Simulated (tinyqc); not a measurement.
G0W0 on RHF in the 3-21g basis, for H2, spin multiplicity 1, step by step. Computed by tinyqc, a small Python program that keeps every step (integrals from PySCF). Settings: charge = 0, multiplicity = 1, basis = 3-21g, method = RHF, energy threshold = 1e-10, iteration cap = 74, orthogonalisation = symmetric, start = core, DIIS depth = 6. Command: `OMP_NUM_THREADS=1 python tinyqc.py 24739 24740 out.jsonl` (the two numbers bound the seeds that draw the settings). One thread of a shared host (Intel(R) Xeon(R) Processor @ 2.60GHz), about 0.03 s of CPU time with the checks. The early iterations of the SCF are left out here.

## One-electron integrals

Geometry (angstrom):
```
atom         x         y         z
H     0.000000  0.000000  0.000000
H     0.000000  0.000000  0.965000
```

Basis 3-21g: exponents (1/bohr^2) and contraction coefficients of normalised primitives:
```
element  l (shell)  exponent  coefficient
H            s (1)  5.447178     0.156285
H            s (1)  0.824547     0.904691
H            s (2)  0.183192     1.000000
```

Overlap, kinetic and nuclear-attraction integrals over the contracted functions; the nuclear repulsion is the sum of Za Zb / Rab.

nuclear repulsion = 0.54837017 hartree

overlap S, order 1H 1s, 1H 2s, 2H 1s, 2H 2s:
```
[[1.000000, 0.645899, 0.222291, 0.390619],
 [0.645899, 1.000000, 0.390619, 0.737419],
 [0.222291, 0.390619, 1.000000, 0.645899],
 [0.390619, 0.737419, 0.645899, 1.000000]]
```

kinetic energy T (hartree), order 1H 1s, 1H 2s, 2H 1s, 2H 2s:
```
[[1.549405, 0.293152, 0.003652, 0.117694],
 [0.293152, 0.274788, 0.117694, 0.161486],
 [0.003652, 0.117694, 1.549405, 0.293152],
 [0.117694, 0.161486, 0.293152, 0.274788]]
```

nuclear attraction V (hartree), order 1H 1s, 1H 2s, 2H 1s, 2H 2s:
```
[[-2.268872, -1.133618, -0.456955, -0.706766],
 [-1.133618, -1.166382, -0.706766, -0.913750],
 [-0.456955, -0.706766, -2.268872, -1.133618],
 [-0.706766, -0.913750, -1.133618, -1.166382]]
```

core Hamiltonian H = T + V (hartree), order 1H 1s, 1H 2s, 2H 1s, 2H 2s:
```
[[-0.719467, -0.840467, -0.453303, -0.589072],
 [-0.840467, -0.891594, -0.589072, -0.752264],
 [-0.453303, -0.589072, -0.719467, -0.840467],
 [-0.589072, -0.752264, -0.840467, -0.891594]]
```

## Two-electron integrals

Functions are numbered as in S; the eight-fold symmetry (ij|kl) = (ji|kl) = (kl|ij) leaves the list below.

Two-electron integrals (ij|kl) in chemists' order, unique and non-zero (hartree):
```
(11|11) 1.140145   (21|11) 0.611403   (21|21) 0.345152   (22|11) 0.626370
(22|21) 0.380329   (22|22) 0.482957   (31|11) 0.191625   (31|21) 0.111000
(31|22) 0.126964   (31|31) 0.051008   (32|11) 0.238237   (32|21) 0.146796
(32|22) 0.190033   (32|31) 0.073285   (32|32) 0.125591   (33|11) 0.540823
(33|21) 0.341788   (33|22) 0.464683   (33|31) 0.191625   (33|32) 0.360583
(33|33) 1.140145   (41|11) 0.360583   (41|21) 0.204721   (41|22) 0.227754
(41|31) 0.073285   (41|32) 0.099425   (41|33) 0.238237   (41|41) 0.125591
(42|11) 0.425232   (42|21) 0.260617   (42|22) 0.338858   (42|31) 0.101413
(42|32) 0.164114   (42|33) 0.425232   (42|41) 0.164114   (42|42) 0.262625
(43|11) 0.341788   (43|21) 0.214560   (43|22) 0.290905   (43|31) 0.111000
(43|32) 0.204721   (43|33) 0.611403   (43|41) 0.146796   (43|42) 0.260617
(43|43) 0.345152   (44|11) 0.464683   (44|21) 0.290905   (44|22) 0.400488
(44|31) 0.126964   (44|32) 0.227754   (44|33) 0.626370   (44|41) 0.190033
(44|42) 0.338858   (44|43) 0.380329   (44|44) 0.482957
```

## Orthogonalisation

S = U s U^T; symmetric (Loewdin) form X = U s^(-1/2) U^T, so that X^T S X = 1.

eigenvalues of S: [0.157506, 0.411815, 0.882784, 2.547895]

X, order 1H 1s, 1H 2s, 2H 1s, 2H 2s:
```
[[1.239958, -0.482208, -0.035215, 0.030054],
 [-0.482208, 1.644447, 0.030054, -0.664416],
 [-0.035215, 0.030054, 1.239958, -0.482208],
 [0.030054, -0.664416, -0.482208, 1.644447]]
```

## Iteration 8 (converged): orbitals

converged F (hartree), order 1H 1s, 1H 2s, 2H 1s, 2H 2s:
```
[[0.202751, -0.431443, -0.418627, -0.426594],
 [-0.431443, -0.323169, -0.426594, -0.381754],
 [-0.418627, -0.426594, 0.202751, -0.431443],
 [-0.426594, -0.381754, -0.431443, -0.323169]]
```

Diagonalise F' = X^T F X, C = X C', fill 1 alpha and 1 beta electrons from the bottom; D = 2 C_occ C_occ^T. Each column has its largest component positive (the first on a tie).

F' = X^T F X (hartree):
```
[[0.754732, -0.624634, -0.277378, -0.133894],
 [-0.624634, 0.263044, -0.133894, -0.223795],
 [-0.277378, -0.133894, 0.754732, -0.624634],
 [-0.133894, -0.223795, -0.624634, 0.263044]]
```

orbital energies (hartree): [-0.531223, 0.198087, 1.047826, 1.320862]

coefficients C, order 1H 1s, 1H 2s, 2H 1s, 2H 2s:
```
[[0.256512, 0.145076, 0.872998, -0.960829],
 [0.361665, 1.223410, -0.672050, 1.140131],
 [0.256512, -0.145076, 0.872998, 0.960829],
 [0.361665, -1.223410, -0.672050, -1.140131]]
```

D after iteration 8, order 1H 1s, 1H 2s, 2H 1s, 2H 2s:
```
[[0.131597, 0.185543, 0.131597, 0.185543],
 [0.185543, 0.261603, 0.185543, 0.261603],
 [0.131597, 0.185543, 0.131597, 0.185543],
 [0.185543, 0.261603, 0.185543, 0.261603]]
```

## Convergence

Stop when the energy changes by less than 1e-10 hartree and every element of the error matrix X^T (F D S - S D F) X is below 3e-06.

Course of the cycle:
```
iteration  E (hartree)     change  largest element of the error matrix
1          -1.06450672          -                             1.48e-01
2          -1.09693705  -3.24e-02                             2.27e-02
3          -1.09770483  -7.68e-04                             3.67e-05
4          -1.09770483  -1.67e-09                             1.51e-05
5          -1.09770483  -2.05e-10                             9.50e-06
6          -1.09770483  -6.30e-11                             6.93e-06
7          -1.09770483  -2.72e-11                             5.45e-06
8          -1.09770483  -4.43e-11                             2.47e-09
```

PySCF RHF in the same basis = -1.09770483 hartree

Converged in 8 iterations.

## Integrals over molecular orbitals

(pq|rs) = sum C_ip C_jq C_kr C_ls (ij|kl), one index at a time.

one-electron integrals over orbitals h = C^T H C (hartree):
```
[[-1.114852, 0.000000, -0.135976, 0.000000],
 [0.000000, -0.606761, 0.000000, 0.193374],
 [-0.135976, 0.000000, 0.082333, 0.000000],
 [0.000000, 0.193374, 0.000000, 0.247913]]
```

Two-electron integrals over orbitals (pq|rs), unique and non-zero (hartree):
```
(11|11) 0.583629    (21|21) 0.111501    (22|11) 0.458175    (22|22) 0.420785
(31|11) 0.135976    (31|22) 0.069897    (31|31) 0.097734    (32|21) 0.009845
(32|32) 0.037875    (33|11) 0.531613    (33|22) 0.425606    (33|31) 0.126511
(33|33) 0.508895    (41|21) -0.079892   (41|32) -0.049538   (41|41) 0.109396
(42|11) -0.136633   (42|22) -0.072456   (42|31) -0.082254   (42|33) -0.123692
(42|42) 0.082569    (43|21) -0.124494   (43|32) -0.039147   (43|41) 0.127506
(43|43) 0.182342    (44|11) 0.591172    (44|22) 0.470189    (44|31) 0.176012
(44|33) 0.565810    (44|42) -0.165515   (44|44) 0.661211
```

## Screening: direct RPA

With D = e_a - e_i and K = (ia|jb): diagonalise D^(1/2) (D + 4K) D^(1/2) = Z w^2 Z^T; X + Y = D^(1/2) Z w^(-1/2), each column of Z with its largest component positive (the first on a tie); E_c = (sum w - tr (D + 2K)) / 2.

D^(1/2) (D + 4K) D^(1/2) (hartree^2), order 1>2, 1>3, 1>4:
```
[[0.857169, 0.000000, -0.371405],
 [0.000000, 3.110701, 0.000000],
 [-0.371405, 0.000000, 4.240657]]
```

excitation energies w (hartree): [0.903814, 1.763718, 2.069045]

X + Y, order 1>2, 1>3, 1>4:
```
[[0.893051, 0.000000, -0.064028],
 [0.000000, 0.946201, 0.000000],
 [0.154381, 0.000000, 0.940600]]
```

RPA correlation energy = -0.03056395 hartree

## G0W0 on Hartree-Fock: HOMO

W(p,q,m) = sqrt2 sum_ia (pq|ia) (X+Y)_ia,m; Sigma_c(x) = sum_(i,m) W^2/(x - e_i + w_m) + sum_(a,m) W^2/(x - e_a - w_m); solve x = e_p + Sigma_c(x) by Newton steps; Z = 1/(1 - dSigma/dx); 1 hartree = 27.211386 eV.

The 12 largest terms at x = e_p (hartree; W for the signs of X + Y given):
```
q  m          W       term
1  2   0.181954   0.018771
2  1   0.123379  -0.009321
4  3   0.152753  -0.005951
3  2   0.130780  -0.005117
2  3  -0.116369  -0.004839
4  1  -0.077016  -0.002152
```

Newton steps (hartree):
```
step          x  Sigma_c(x)         Z
0     -0.531223   -0.008609  0.978561
1     -0.539647   -0.008424  0.978547
2     -0.539647   -0.008424  0.978547
```

quasiparticle energy of the HOMO = -14.684547 eV

Hartree-Fock value = -14.455320 eV

## G0W0 on Hartree-Fock: LUMO

As before.

The 12 largest terms at x = e_p (hartree; W for the signs of X + Y given):
```
q  m          W       term
1  1   0.123379   0.009321
2  2   0.093532  -0.004960
1  3  -0.116369   0.004839
4  2  -0.110067  -0.004197
3  3  -0.066787  -0.001528
3  1   0.001619  -1.49e-06
```

Newton steps (hartree):
```
step         x  Sigma_c(x)         Z
0     0.198087    0.003473  0.987920
1     0.201519    0.003431  0.987932
2     0.201519    0.003431  0.987932
```

quasiparticle energy of the LUMO = 5.483608 eV

Hartree-Fock value = 5.390233 eV
